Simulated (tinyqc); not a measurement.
Fermi velocity from one capacitance.

Inverse problem. At zero temperature and without traps graphene has Cq = 2 q^3 phi/(pi hbar^2 vF^2), charge Cq phi/2, 1/C_G = 1/Cox + 1/Cq and Vg = phi + Cq phi/(2 Cox). Find Cq, phi, vF and n.

Constants: q = 1.602176634e-19 C, hbar = 1.054571817e-34 J s. Results are converted to the units shown.

Vg = 0.92564781 V
C_G = 0.31125180 uF/cm^2
Cox = 0.34377347 uF/cm^2

Solution. The series relation gives Cq, the voltage relation phi = Vg/(1 + Cq/(2 Cox)), and the formula for Cq then vF.

Cq = 3.29 uF/cm^2
phi = 0.160 V
vF = 1.07e6 m/s
n = 1.64e12 cm^-2

Computed by the program tinyqc: `OMP_NUM_THREADS=1 python tinyqc.py 2200153 2200154 out.jsonl`, one thread of a shared Intel Xeon 2.30GHz, about 0.01 s for the whole run.
